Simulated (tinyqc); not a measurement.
Conductance steps with and without the scatterer: conductance of a narrow metal strip with scatterers (square lattice, Green functions).

A strip of W sites across with hard walls, site energy 0 and hopping -t. Mode n = 1 to W has profile chi_n(j) = sqrt(2/(W + 1)) sin(n j pi/(W + 1)) and energy en = -2t cos(n pi/(W + 1)); E = en - 2t cos(kn a). With z_n = exp(i kn a) (Im k > 0 for closed modes, |z| < 1) each lead gives the self-energy -t z_n in mode n. One column carries the site energies v, here a notch at the edge (a site raised out of reach). In the mode basis V_nm = sum_j chi_n(j) v_j chi_m(j), G = (E - en + 2 t z_n - V)^-1, and t_nm = 2t sqrt(sin(kn a) sin(km a)) G_nm in size for open modes. T = sum |t_nm|^2, conductance (2e^2/h) T.

Values chosen for the exercise (out of a larger set: hopping and spacing of the size met in Cu or Al; the lattice is a model; not measured data): t = 1.67 eV (hopping); W = 3 (sites across); v = (50, 0, 0) eV (site energies in the scattering column).

E is varied across the lower half of the band.

Against energy:

| E/t | E (eV) | open modes | T | reflected |
|---|---|---|---|---|
| -3.30 | -5.511 | 1 | 0.3616 | 0.6384 |
| -2.95 | -4.926 | 1 | 0.7391 | 0.2609 |
| -2.65 | -4.426 | 1 | 0.8585 | 0.1415 |
| -2.30 | -3.841 | 1 | 0.9403 | 0.0597 |
| -1.95 | -3.256 | 2 | 1.0100 | 0.9900 |
| -1.65 | -2.756 | 2 | 1.0581 | 0.9419 |
| -1.30 | -2.171 | 2 | 1.1224 | 0.8776 |
| -0.95 | -1.587 | 2 | 1.2397 | 0.7603 |
| -0.65 | -1.085 | 2 | 1.6312 | 0.3688 |
| -0.30 | -0.501 | 3 | 2.0027 | 0.9973 |
| 0.05 | 0.084 | 3 | 2.0030 | 0.9970 |

The clean strip goes from 1 to 3 open modes. The reflected flux ranges from 0.060 (E/t = -2.3) to 0.997 (E/t = -0.3). A scatterer on one site acts on one combination of modes only, so it can reflect at most one unit.

(tinyqc, `OMP_NUM_THREADS=1 python tinyqc.py 1482762 1482763 out.jsonl`, Intel(R) Xeon(R) Processor @ 2.30GHz, 1 thread, shared host, about 0.01 s.)
